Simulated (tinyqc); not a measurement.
Switching kinetics of a ferroelectric film and the memory window of a ferroelectric gate stack: one step, computed by the program tinyqc. Command: `OMP_NUM_THREADS=1 python tinyqc.py 3017056 3017057 out.jsonl feswitch walk`. One thread of a shared host (Intel(R) Xeon(R) Processor @ 2.30GHz), about 0.01 s of CPU time with the checks.

Fields in MV/cm; 1 microcoulomb/cm^2 over eps_0 is 11.29409 MV/cm. In the stack (metal, ferroelectric, interlayer, channel) the channel is taken as a conductor.

Problem. Memory window. Saturated branches: P(E) = P_s tanh[(E -/+ E_c)/(2 delta)], delta = E_c/ln[(1 + P_r/P_s)/(1 - P_r/P_s)]; D = P + eps_0 eps_F E. At threshold the channel charge is negligible, so D = 0 on each branch: (1 - s) P(E) + eps_0 eps_F E = 0, with the screened share s. The rising branch has the root E0 between 0 and E_c; window = 2 E0 t_F; its upper bound is 2 E_c t_F.

Inputs (values chosen for the exercise, for a model film):
```
quantity                                 value               unit
saturation polarisation P_s                 18  microcoulomb/cm^2
ratio P_r/P_s                             0.74                  -
coercive field E_c                        0.77              MV/cm
permittivity of the ferroelectric eps_F     23                  -
thickness t_F                               24                 nm
share s of P screened by trapped charge    0.7                  -
```

delta = 0.4050588 MV/cm

Give: field E0; memory window; bound 2 E_c t_F; fixed-charge estimate 2 (1 - s) P_r t_F/(eps_0 eps_F).

Solution.

field E0 = 0.5875 MV/cm

memory window = 2.820 V

bound 2 E_c t_F = 3.696 V

fixed-charge estimate 2 (1 - s) P_r t_F/(eps_0 eps_F) = 9.419 V

Charge and coercive field both limit the window.
